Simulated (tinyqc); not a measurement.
What moves the results: band offset of a heterojunction with an interface dipole (two-band chains, self-consistent charge). A value that a table varies takes the place of the one given here.

Sites alternate A, C. Left: A at -G1/2, C at +G1/2, hopping -t1; right: A at D - G2/2, C at D + G2/2, hopping -t2; the bonds across the two interfaces of a ring (C left to A right, C right to A left) have -sqrt(t1 t2). D is the offset of the mid-gaps, so Ev(right) - Ev(left) = D - (G2 - G1)/2 and Ec(right) - Ec(left) = D + (G2 - G1)/2. The closing bond has its sign reversed (antiperiodic ring). Half the levels are filled with two electrons each. The charge moved is q = (electrons on the left) less one a site; the mean over the two interfaces, q/2, is taken as the charge that crosses each, and its dipole opposes the offset: D = D0 - u q/2.

From here on the ring has 24 cells a side.

Parameters, chosen for this exercise (gaps near those of GaAs and AlAs; the chains and D0 are free models, so the offsets are not those of the real pair; shifted at random, so the results belong to these values and not to a real crystal): G1 = 1.47 eV (gap on the left); G2 = 2.16 eV (gap on the right); t1 = 2.3 eV (hopping on the left); t2 = 1.95 eV (hopping on the right); u = 6.3 eV (potential step per electron moved across); D0 = 0.84 eV (mid-gap of the right side above that of the left, without dipole).

## Where the moved charge sits

D = 0.43383 eV

Electrons in cell k from an interface at the self-consistent D, less those at D = 0. Interface 1 joins C left to A right, interface 2 C right to A left. The decay lengths 1/(2 kappa a) are those of mid-gap states, cosh(kappa a) = 1 + G^2/(8 t^2).

Change of the electron count:
```
k  left of 1  right of 1  left of 2  right of 2
1    0.04166    -0.05207    0.03382    -0.04234
2    0.01588    -0.01346    0.01276    -0.01076
3    0.00714    -0.00397    0.00576    -0.00317
4    0.00337    -0.00121    0.00272    -0.00097
5    0.00163    -0.00038    0.00132    -0.00030
6    0.00080    -0.00012    0.00065    -0.00010
```

decay lengths (cells): left 1.571, right 0.914

Over six cells interface 1 moves +0.0705 electrons to the left side and -0.0712 to the right, interface 2 +0.0570 and -0.0576: each change is a dipole, and the two differ because the bonds join different sites. The first cells hold 66 % of it at interface 1. The tail is longer on the left, where the gap is smaller against the hopping: from k = 2 to 4 it falls by a factor 4.72, and pure mid-gap decay would give 3.57; the exponential carries a prefactor that falls as a power of the distance, so the first cells drop faster.

## Screening of the starting offset

chi = 0.293303 1/eV

D0 is varied; the self-consistent D is found by bisection. chi = dq/dD at D = 0; the linear rule is D = S D0 with S = 1/(1 + u chi/2). The gap of the junction closes (type III) at |D| = (G1 + G2)/2.

Against D0:
```
2 D0/(G1 + G2)  D0 (eV)  q at D0   D (eV)    D/D0  linear (eV)
-0.85            -1.543  -0.5423  -0.7850  0.5089      -0.8019
-0.55            -0.998  -0.3144  -0.5142  0.5151      -0.5189
-0.30            -0.544  -0.1631  -0.2823  0.5184      -0.2830
-0.15            -0.272  -0.0803  -0.1414  0.5194      -0.1415
0.10              0.181   0.0534   0.0943  0.5196       0.0943
0.25              0.454   0.1350   0.2354  0.5188       0.2358
0.50              0.907   0.2822   0.4682  0.5159       0.4717
0.80              1.452   0.4984   0.7406  0.5101       0.7547
0.95              1.724   0.6454   0.8729  0.5062       0.8962
```

D/D0 lies between 0.506 and 0.520, against S = 0.520 from chi at D = 0; the linear rule misses by at most 23 meV. q is odd in D. Less than half of the starting offset is screened, so the natural line-up still counts most.

## Wider gaps screen less

G2 is varied. chi = (q(+0.01) - q(-0.01))/0.02 at D = 0, S = 1/(1 + u chi/2).

Against G2:
```
G2 (eV)  chi (1/eV)       S
0.7         0.49806  0.3893
1.1         0.41740  0.4320
1.5         0.36037  0.4684
2.3         0.28187  0.5297
3.4         0.21227  0.5993
5.5         0.13341  0.7041
7.0         0.09894  0.7624
9.0         0.06841  0.8227
```

chi falls from 0.4981 to 0.0684 1/eV, a factor 7.3, and S rises from 0.389 to 0.823: charge crosses through the tails of states that tunnel into the other gap, and these shorten as the gap widens. u is kept fixed, though a wider gap also screens less and would raise it.

## What each parameter does

Self-consistent D by bisection, q there, and the two offsets. Each row changes one parameter from the base and keeps the others.

Results:
```
case           D (eV)       q  valence offset (eV)  conduction offset (eV)
base           0.4338  0.1289               0.0888                  0.7788
G1 = 1.69 eV   0.4471  0.1247               0.2121                  0.6821
G2 = 2.484 eV  0.4528  0.1229              -0.0542                  0.9598
t1 = 2.645 eV  0.4337  0.1290               0.0887                  0.7787
t2 = 2.242 eV  0.4331  0.1292               0.0881                  0.7781
D0 = 0.966 eV  0.4979  0.1486               0.1529                  0.8429
u = 7.245 eV   0.4049  0.1201               0.0599                  0.7499
```

The largest shifts from the base row, up to three for each result and ties (the steps differ in size, so this ranks the rows, not the parameters). D (eV): D0 +0.0641, u -0.0290, G2 +0.0189. q: D0 +0.0197, u -0.0088, G2 -0.0060. valence offset (eV): G2 -0.1431, G1 +0.1232, D0 +0.0641. conduction offset (eV): G2 +0.1809, G1 -0.0968, D0 +0.0641.

(tinyqc, `OMP_NUM_THREADS=1 python tinyqc.py 1450031 1450032 out.jsonl`, Intel(R) Xeon(R) Processor @ 2.30GHz, 1 thread, shared host, about 0.5 s.)
